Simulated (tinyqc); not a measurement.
Worked calculation: LCCD on RHF in the 6-31g basis, for He, spin multiplicity 1. One step of it, computed by the program tinyqc.

Problem. LCCD: starting amplitudes. t_ij^ab = <ij||ab> / (e_i + e_j - e_a - e_b), whose energy is MP2.

orbital energies (hartree): MO1 -0.914127, MO2 1.399859

Two-electron integrals over orbitals (pq|rs), unique and non-zero (hartree):
```
(11|11) 1.026907    (21|11) -0.316490   (21|21) 0.227670    (22|11) 0.858133
(22|21) -0.255554   (22|22) 0.766363
```

Give: Starting amplitudes; correlation energy.

Solution.

Starting amplitudes (spin orbitals 1a, 1b, ...; amplitudes related by a flip of all spins are not repeated):
```
from      to        t
1a 1b  2a 2b  -0.0492
```

correlation energy = -0.011200 hartree
